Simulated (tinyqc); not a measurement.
Doping and thickness from pinch-off voltage and conductance.

Problem. A uniform channel has Vp = q Nd a^2/(2 eps0 eps_r) and G0 = q mu Nd a W/L. Find a and Nd.

Parameters, values chosen for the exercise; material values those of a made-up semiconductor:
- eps_r = 13.5 (relative permittivity of the semiconductor)
- mu = 750 cm^2/(V s) (low-field mobility at this doping)
- L = 10 um (gate length)
- W = 200 um (gate width)

Constants: q = 1.602176634e-19 C, eps0 = 8.8541878128e-14 F/cm where lengths are in cm. Results are converted to the units shown.

Vp = 4.8588770 V
G0 = 3.4847342 mS

Answer. G0 gives the product Nd a and Vp gives Nd a^2; their ratio is a.

a = 500 nm
Nd = 2.90e16 cm^-3

tinyqc, about 0.04 s, one thread, Intel Xeon 2.30GHz (shared host): `OMP_NUM_THREADS=1 python tinyqc.py 2500038 2500039 out.jsonl`
